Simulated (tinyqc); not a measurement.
Koster-Slater impurity in a tight-binding band, by Green functions and by supercells: one step, computed by the program tinyqc. Command: `OMP_NUM_THREADS=1 python tinyqc.py 3005066 3005067 out.jsonl kosterslater walk`. One thread of a shared host (Intel(R) Xeon(R) Processor @ 2.30GHz), about 0.02 s of CPU time with the checks.

One orbital per site, e(k) = -2 t sum cos(k_i) over 1 direction(s), band from -2 t to 2 t, lattice constant 1. One site has the extra energy U. Spin is left out.

Problem. The host Green function outside the band. Outside the band G0(E) = sign(E)/sqrt(E^2 - 4 t^2). A bound state solves 1/U = G0(E). Energies: 0.05, 0.2, 0.5, 1, 2, 4 and 8 t beyond the band edge on the side of U, rounded to four digits.

Inputs (values chosen for the exercise, for a model band): hopping t = 0.66 eV; impurity potential U = -0.282 eV.

Lattice: chain.

Give: Scan on the side of U.

Solution.

Scan on the side of U:

| E (eV) | G0 (1/eV) | 1/U - G0 (1/eV) |
|---|---|---|
| -1.353 | -3.367 | -0.179 |
| -1.452 | -1.653 | -1.893 |
| -1.650 | -1.010 | -2.536 |
| -1.980 | -0.678 | -2.869 |
| -2.640 | -0.437 | -3.109 |
| -3.960 | -0.268 | -3.278 |
| -6.600 | -0.155 | -3.391 |

G0 diverges at the band edge, so any U binds a state.
